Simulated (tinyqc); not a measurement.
Phonon transmission through an interface between two chains by Green functions: one step, computed by the program tinyqc.

Two semi-infinite chains (masses m_1, m_2; springs k_1, k_2), motion along the chain. The central region holds the end atom of each chain and one interlayer atom of mass m_b, joined by springs k_b. lambda = omega^2 in eV/(angstrom^2 u); nu = 15.6333042 THz x sqrt(lambda).

Problem. Transmission at the probe frequency. A = lambda M - K - Sigma over the central atoms, with K_ii the sum of the springs at i, K_(i,i+1) = -k_b; G = inverse of A; transmission = Gamma_1 Gamma_2 |G_(first,last)|^2.

Atoms in the interlayer: one.

A (complex symmetric) (eV/angstrom^2):
```
                     end of 1    layer 1            end of 2
end of 1  -2.245229+3.516292i   3.410000            0.000000
layer 1              3.410000  -0.539209            3.410000
end of 2             0.000000   3.410000  0.311950+7.386239i
```

Gamma_1 = 7.032584 eV/angstrom^2

Gamma_2 = 14.77248 eV/angstrom^2

Give: G_(first,last); transmission.

Solution.

G_(first,last) = 0.02786+0.08952i angstrom^2/eV

transmission = 0.9131
